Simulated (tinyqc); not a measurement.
# Transfer length from front and end resistance

Question. A contact of length d and width W has Rc = (Rsh Lt/W) coth(d/Lt) and Re = (Rsh Lt/W)/sinh(d/Lt), with Rsh the sheet resistance under the metal and Lt = sqrt(rc/Rsh). Find Lt, Rsh and rc.

Inputs (values chosen for the exercise):
- d = 1.7 um (contact length)
- W = 6.8 um (contact width)

Rc = 519.74731 ohm
Re = 107.17622 ohm

Solution. Rc/Re = cosh(d/Lt) gives Lt, and Re then gives Rsh.

Lt = 0.752 um
Rsh = 4.60e3 ohm/sq
rc = 2.60e-5 ohm cm^2

Computed by the program tinyqc: `OMP_NUM_THREADS=1 python tinyqc.py 2760046 2760047 out.jsonl`, one thread of a shared Intel Xeon 2.30GHz, about 0.01 s for the whole run.
